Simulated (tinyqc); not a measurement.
Minority-electron transport through the base of a bipolar transistor (Moll-Ross and Kroemer integrals): one step, computed by the program tinyqc.

Low injection, one dimension, x from the emitter edge (0) to the collector edge (W), s = x/W. Recombination is treated as a small correction (valid for tau_B well below tau_n), computed from the stored charge.

Task: Profile and built-in field. N(x) = N_0 (ratio)^(-s); n_i(x)^2 = n_i^2 exp(s dE_g/k_B T); D(x) = (k_B T/e) mu, mu = mu_min + (mu_max - mu_min)/(1 + (N/N_ref)^0.7). Field that drives electrons towards the collector, averaged over the base: (k_B T/e) ln[N_0 n_i(W)^2/(N(W) n_i^2)]/W.

Inputs (values chosen for the exercise, modelled on GaAs):
```
quantity                               value        unit
base doping at the emitter edge N_0  9.8e+17      1/cm^3
base width W                              60          nm
mu_min                                  1400  cm^2/(V s)
mu_max                                  6740  cm^2/(V s)
N_ref                                1.9e+17      1/cm^3
temperature T                            300           K
doping ratio N_0/N(W)                     38           -
gap narrowing across the base dE_g        41         meV
```

Base doping profile: exponential. Gap grading: linear. Exit of the base: infinite sink.

Constants: k_B = 8.617333262e-05 eV/K.

Give: Across the base; drift factor eta (potential drop in k_B T/e); mean built-in field.

Result:

Across the base:
```
s    N (1/cm^3)  n_i(x)^2/n_i^2  D (cm^2/s)  y (s/cm^5)
0.0   9.800e+17           1.000        69.4   1.411e+16
0.2   4.734e+17           1.373        83.9   4.110e+15
0.4   2.287e+17           1.886       100.7   1.204e+15
0.6   1.105e+17           2.590       118.2   3.611e+14
0.8   5.338e+16           3.556       134.0   1.120e+14
1.0   2.579e+16           4.884       146.9   3.595e+13
```

drift factor eta (potential drop in k_B T/e) = 5.224

mean built-in field = 22.51 kV/cm
